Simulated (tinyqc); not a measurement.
# Worked calculation: admittance spectroscopy of a deep trap

Program tinyqc, `OMP_NUM_THREADS=1 python tinyqc.py 2050067 2050068 out.jsonl`; Intel Xeon 2.30GHz, shared host, one thread, about 0.01 s. Printed values are rounded.

Schottky contact on an n-type layer with shallow donors Nd (all ionised) and a donor-like deep trap, neutral when filled and positive when empty; depletion approximation. Traps within lam of the depletion edge stay filled. The traps at xt = W - lam, where the level crosses the Fermi level, follow a slow signal and not a fast one. w = 2 pi f.

Inputs (values chosen for the exercise); material values close to those of gallium nitride:
- eps_r = 9.61 (relative permittivity)
- Nc = 2.27e18 cm^-3 (conduction-band density of states at 300 K)
- vth = 2.5e7 cm/s (thermal velocity at 300 K)
- Nd = 1.5e16 cm^-3 (shallow donor density)
- Vbi = 1.37 V (built-in voltage)
- Et = 0.4 eV (depth of the trap below the conduction edge)
- sn = 8e-14 cm^2 (capture cross-section)
- Nt = 5.6e14 cm^-3 (trap density)
- Vr = 0 V (reverse bias)
- f = 1800 Hz (signal frequency)
- T = 227 K (temperature)

Constants: q = 1.602176634e-19 C, kB = 1.380649e-23 J/K, eps0 = 8.8541878128e-14 F/cm where lengths are in cm. Results are converted to the units shown.

## Widths and limiting capacitances

lam = sqrt(2 eps0 eps_r (EF - ET)/(q Nd)), EF - ET = Et - (kB T/q) ln(Nc(T)/Nd), Nc(T) = Nc (T/300 K)^1.5. In the steady state at the band bending V, 2 eps0 eps_r V/q = Nd W^2 + Nt (W - lam)^2 (the second term only if W > lam). V = Vbi + Vr. C_HF = eps0 eps_r/W, C_LF = eps0 eps_r (Nd + Nt)/(Nd W + Nt xt).

lam = 148.159 nm
W = 309.894 nm
xt = 161.736 nm
C_HF = 27.4574 nF/cm^2
C_LF = 27.9381 nF/cm^2

The step is 1.75 % of C_HF.

## Admittance at the signal frequency

Emission rate en = sn vth(T) Nc(T) exp(-Et/kB T) = sn g T^2 exp(-Et/kB T), g = vth Nc/(300 K)^2, as vth goes as T^0.5 and Nc as T^1.5 (degeneracy factor 1). Inflection frequency w0 = 2 en [1 + Nt xt/(Nd W)]; C = C_HF + (C_LF - C_HF)/(1 + (w/w0)^2), G/w = (C_LF - C_HF)(w/w0)/(1 + (w/w0)^2).

en = 3421.36 1/s
w0/(2 pi) = 1110.27 Hz
C = 27.5898 nF/cm^2
G/w = 0.214793 nF/cm^2

The signal lies near the inflection, where the loss is largest.
